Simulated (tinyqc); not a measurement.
# Field from the level spacing

Inverse problem. In a triangular well E_k = a_k (C F^2/mz1)^(1/3), a_1 = 2.338107, a_2 = 4.087949, C = hbar^2/(2 m0), F in eV/nm (1 MV/cm = 0.1 eV/nm). Find F, E_1, the mean distance 2 E_1/(3 F) of the lowest level and the sheet charge eps0 eps_r F/q behind such a field.

Parameters, values chosen for the exercise: relative permittivity eps_r = 11.9; mass along z of valley set A (4 valley(s)) mz1 = 0.315 m0.

Constants: q = 1.602176634e-19 C, hbar = 1.054571817e-34 J s, m0 = 9.1093837015e-31 kg, eps0 = 8.8541878128e-14 F/cm where lengths are in cm, hbar^2/(2 m0) = 0.0380998212 eV nm^2. Results are converted to the units shown.

spacing of the two lowest levels = 79.794874 meV

Answer. The spacing over a_2 - a_1 is the energy scale (C F^2/mz1)^(1/3), which gives F.

F = 0.2800 MV/cm
E_1 = 106.6 meV
mean distance = 2.539 nm
sheet charge over q = 1.841e12 cm^-2

Program tinyqc, `OMP_NUM_THREADS=1 python tinyqc.py 2160113 2160114 out.jsonl`; Intel Xeon 2.30GHz, shared host, one thread, about 0.9 s.
